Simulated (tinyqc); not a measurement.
Tight binding, honeycomb lattice, step by step. Computed by tinyqc, a small Python program that keeps every step. Settings: t1 = 2.54, t2 = 0.12, phi = 1.57, delta = 2.16, points = 7. Command: `OMP_NUM_THREADS=1 python tinyqc.py 26112 26113 out.jsonl` (the two numbers bound the seeds that draw the settings). One thread of a shared host (Intel(R) Xeon(R) Processor @ 2.60GHz), about 0.01 s of CPU time with the checks.

## Bloch Hamiltonian at k

Parameters chosen for this model:
```
parameter     value                        unit
t1         2.540000                 eV, nearest
t2         0.120000       eV, second neighbours
phi        1.570000  rad, phase of t2 (Haldane)
delta      2.160000          eV, +/- on A and B
```

k point k (fractions of the reciprocal vectors): [-0.100000, -0.140000]

H_AB = -t1 (1 + exp(-i k.a1) + exp(-i k.a2)); H_AA = delta - 2 t2 sum cos(k.b + phi), H_BB = -delta - 2 t2 sum cos(k.b - phi), b = a1, a2 - a1, -a2.

H(k) at k (eV), order A, B:
```
[[2.143708, -6.213960-3.450078i],
 [-6.213960+3.450078i, -2.144631]]
```

## Levels at k

Diagonalise the Hermitian matrix.

eigenvalues (eV): [-7.424329, 7.423405]

weights |c|^2 of the basis functions, order A, B:
```
[[0.355589, 0.644411],
 [0.644411, 0.355589]]
```

## Bloch Hamiltonian at K

k point K (fractions of the reciprocal vectors): [0.333333, 0.666667]

As before.

H(k) at K (eV), order A, B:
```
[[2.783825, 0.000000],
 [0.000000, -2.783251]]
```

## Levels at K

As before.

eigenvalues (eV): [-2.783251, 2.783825]

weights |c|^2 of the basis functions, order A, B:
```
[[0.000000, 1.000000],
 [1.000000, 0.000000]]
```

## Bands along a path

The same steps at evenly spaced points between the labelled ones.

Bands along the path (eV):
```
k             band 1    band 2
G          -7.920801  7.919654
G-K 0.33   -6.808183  6.807531
G-K 0.67   -4.267986  4.268212
K          -2.783251  2.783825
K-M 0.33   -3.023481  3.024000
K-M 0.67   -3.336222  3.336648
M          -3.334055  3.334438
M-K' 0.33  -2.894695  2.895120
M-K' 0.67  -2.105718  2.106237
K'         -1.536175  1.536749
```

With 1 band(s) filled, the highest filled level on these points lies at K' and the lowest empty one at K': a gap of 3.0729 eV, direct.

## Chern number of the lower band

On a 7 x 7 mesh, the phase of the product of overlaps around each plaquette (k1 then k2); the sum over 2 pi is an integer.

plaquette phases (rad):
```
[[0.000000, -0.016064, -0.054580, -0.079664, 0.032751, 0.036027, 0.014886],
 [0.015091, -0.006996, -0.048810, -0.153030, -0.095276, 0.040701, 0.036027],
 [0.046612, 0.023397, -0.028453, -0.155210, -0.278435, -0.095276, 0.032751],
 [0.029914, 0.154593, 0.112404, -0.060932, -0.155210, -0.153030, -0.079664],
 [-0.050022, 0.115938, 0.611524, 0.112404, -0.028453, -0.048810, -0.054580],
 [-0.022539, -0.031048, 0.115938, 0.154593, 0.023397, -0.006996, -0.016064],
 [-0.008863, -0.022539, -0.050022, 0.029914, 0.046612, 0.015091, 0.000000]]
```

Chern number = 0.000000
